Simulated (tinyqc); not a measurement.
Small-signal admittance of a forward-biased p+-n diode: admittance against frequency.

Holes injected into a neutral base of width wb with an ohmic contact at its end; low injection, p0 far above the equilibrium density. A small voltage v exp(i w t), w = 2 pi f, modulates the edge density by p0 v/Vt, and the small-signal density obeys Dp d2p/dx2 = (1/tau + i w) p.

L = sqrt(Dp tau); direct current J = (q Dp p0/L) coth(wb/L); k = sqrt(1 + i w tau)/L; diffusion admittance Y = (q Dp p0/Vt) k coth(k wb) = G + i w C_diff; junction capacitance C_j = sqrt(q eps0 eps_r Nd/(2 Vr)) in the depletion approximation, with the remaining barrier Vr = Vt ln(Na/p0), a rough value under forward bias; base-width modulation is left out. Measured admittance 1/[Rs + 1/(Y + i w C_j)].

Values chosen for this exercise; permittivity close to that of gallium arsenide: temperature T = 350 K; relative permittivity eps_r = 12.9; donor density of the base Nd = 1.5e15 cm^-3; hole diffusion coefficient Dp = 5.9 cm^2/s; hole lifetime tau = 1e-6 s; width of the neutral base wb = 29 um; excess hole density at the junction edge p0 = 3.3e12 cm^-3; acceptor density of the p+ side Na = 9e18 cm^-3; series resistance Rs = 0.0043 ohm cm^2.

Constants: q = 1.602176634e-19 C, kB = 1.380649e-23 J/K, Vt = kB T/q, eps0 = 8.8541878128e-14 F/cm where lengths are in cm. Results are converted to the units shown.

The same in every row: C_j (uF/cm^2) = 0.017524.

Results:

| f (Hz) | w tau | G (S/cm^2) | C_diff (uF/cm^2) | measured G (S/cm^2) | measured C (uF/cm^2) | phase of the measured Y (degrees) |
|---|---|---|---|---|---|---|
| 700 | 0.0043982 | 0.051191 | 0.014275 | 0.051180 | 0.031785 | 0.15650 |
| 10000 | 0.062832 | 0.051196 | 0.014275 | 0.051184 | 0.031785 | 2.2344 |
| 50000 | 0.31416 | 0.051300 | 0.014263 | 0.051289 | 0.031772 | 11.013 |
| 2e5 | 1.2566 | 0.052897 | 0.014077 | 0.052892 | 0.031587 | 36.887 |
| 9e5 | 5.6549 | 0.075700 | 0.011520 | 0.075791 | 0.029025 | 65.214 |
| 4e6 | 25.133 | 0.15400 | 0.0058847 | 0.15538 | 0.023377 | 75.186 |
| 2e7 | 125.66 | 0.33887 | 0.0026752 | 0.36595 | 0.020138 | 81.771 |
| 7e7 | 439.82 | 0.63216 | 0.0014340 | 0.92659 | 0.018831 | 83.617 |

Estimate the missing row, f = 3000 Hz.

Computed row:

| f (Hz) | w tau | G (S/cm^2) | C_diff (uF/cm^2) | measured G (S/cm^2) | measured C (uF/cm^2) | phase of the measured Y (degrees) |
|---|---|---|---|---|---|---|
| 3000 | 0.018850 | 0.051192 | 0.014275 | 0.051181 | 0.031785 | 0.67069 |

With this row back in the table: G starts at J/Vt = 0.0512 S/cm^2 and C_diff at (J tau/(2 Vt))(1 - 2 x/sinh 2x) = 0.0143 uF/cm^2, x = wb/L = 1.19. Between the last two rows G goes as f^(0.50) and C_diff as f^(-0.50); the limits are 1/2 and -1/2, reached when the signal penetrates only sqrt(Dp/w). The measured C is 0.044 % below C_diff + C_j in the first row and 0.67 % below it in the last, the difference being due to Rs.

Numbers from tinyqc (`OMP_NUM_THREADS=1 python tinyqc.py 2890116 2890117 out.jsonl`; about 0.01 s on one thread of a shared Intel Xeon 2.30GHz).
